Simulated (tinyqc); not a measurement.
On-chip interconnect, size-dependent resistivity and RC delay: two steps of the calculation.

A rectangular line between two neighbours and two ground planes. Surface and grain-boundary scattering are added to the bulk resistivity as corrections; capacitances are parallel-plate values without fringing; inductance is ignored.

Parameters, values chosen for the exercise; metal values close to those of aluminium: bulk resistivity rho0 = 2.68 uohm cm; bulk mean free path lam = 18.9 nm; specular share of surface scattering ps = 0.3; reflection coefficient of grain boundaries Rg = 0.36; grain size over the metal width gr = 0.7; drawn line width wd = 15 nm; aspect ratio, height over width AR = 1.9; liner on both walls and the bottom, not conducting tl = 2.2 nm; space to the neighbouring lines sp = 22 nm; dielectric height to the planes above and below hd = 27 nm; relative permittivity of the dielectric ek = 3.9; Miller factor of the neighbours Mf = 0; driver resistance Rd = 11000 ohm; time step dt = 12 ps.

Constants: eps0 = 8.8541878128e-12 F/m. Results are converted to the units shown.

Question 1. Resistivity, resistance and capacitance per length. Metal width x = wd - 2 tl, height y = AR wd - tl; grain boundaries (Mayadas-Shatzkes): al = (lam/(gr x)) Rg/(1 - Rg), g = 1/[1 - 3 al/2 + 3 al^2 - 3 al^3 ln(1 + 1/al)] - 1; surfaces (Fuchs-Sondheimer, thick limit): s = (3/8) lam (1 - ps)(1/x + 1/y); rho = rho0 (1 + g + s); r = rho/(x y); c = eps0 ek (2 wd/hd + 2 Mf AR wd/sp).

Give: x; y; al; g; s; rho; r; c.

Answer 1.

x = 10.60 nm
y = 26.30 nm
al = 1.433
g = 1.960
s = 0.6567
rho = 9.692 uohm cm
r = 347.6 ohm/um
c = 0.03837 fF/um

Question 2. Node voltages after a time step. A 1 V step is applied behind Rd at t = 0. C dv/dt = -G v + b, with G the conductance matrix of the ladder (1/Rs between neighbours, 1/Rd added at node 0) and b = (1 V/Rd, 0, ...). Trapezoidal step: (C/dt + G/2) v(new) = (C/dt - G/2) v + b.

Rs = 1092.6017 ohm

```
node       C (fF)  v at t = 1 dt (V)
0     0.060292803         0.75624684
1      0.12058561         0.64101112
2      0.12058561         0.53985116
3      0.12058561         0.45054561
4      0.12058561         0.37113345
5      0.12058561         0.29987088
6      0.12058561         0.23519309
7       1.8602928         0.17567982
```

Wanted: v at t = 2 dt.

Answer 2.

v at t = 2 dt, node 0 to 7 (V): 0.43118  0.46214  0.47509  0.47476  0.46508  0.44931  0.43023  0.41027

Range of the model: The metal width is under the mean free path, where the thick-limit surface term and the simple sum of corrections lose accuracy.

Numbers from tinyqc (`OMP_NUM_THREADS=1 python tinyqc.py 2100107 2100108 out.jsonl`; about 0.01 s on one thread of a shared Intel Xeon 2.30GHz).
